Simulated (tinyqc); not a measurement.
Lattice vibrations of a chain, step by step. One step of it, computed by the program tinyqc.

Task: Dynamical matrix at q = 0.21. q is in units of 2 pi/a. A spring k from atom i to atom j, n cells on, adds k to Phi_ii and Phi_jj, -k exp(2 pi i q n) to Phi_ij and the conjugate to Phi_ji (for one atom a cell: 2k (1 - cos 2 pi q n)); D_ij = Phi_ij / sqrt(m_i m_j).

A chain moving along its axis:
```
atom                 mass (u)  spring to the next atom (eV/angstrom^2)
1                   78.000000                                22.200000
2                  108.500000                                25.000000
3                   87.100000                                26.100000
second neighbours           -                                 0.600000
```

Give: D(q).

Result:

D(q) (eV/(angstrom^2 u)), lower triangle (Hermitian):
```
               1              2      3
1          0.635
2  -0.243-0.006i          0.446
3  -0.086-0.307i  -0.259-0.006i  0.600
```
